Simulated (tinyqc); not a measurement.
# Mobility and doping from two currents

Inverse problem. A trap-free film with injecting contacts is fitted, with diffusion neglected, by J = q mu N V/Lf + (9/8) eps0 eps_r mu V^2/Lf^3. Find mu, N and the voltage at which both terms are equal.

Values chosen for this exercise: relative permittivity eps_r = 11.9; film thickness Lf = 670 nm.

Constants: q = 1.602176634e-19 C, eps0 = 8.8541878128e-14 F/cm where lengths are in cm. Results are converted to the units shown.

J at 2.8 and 12 V (A/cm^2): [643.11593, 6585.1246]

Answer. J/V is a straight line in V: the slope gives mu and the intercept mu N.

mu = 8.800 cm^2/(V s)
N = 6.300e15 cm^-3
crossover voltage = 3.823 V

Numbers from tinyqc (`OMP_NUM_THREADS=1 python tinyqc.py 2730120 2730121 out.jsonl`; about 3 s on one thread of a shared Intel Xeon 2.30GHz).
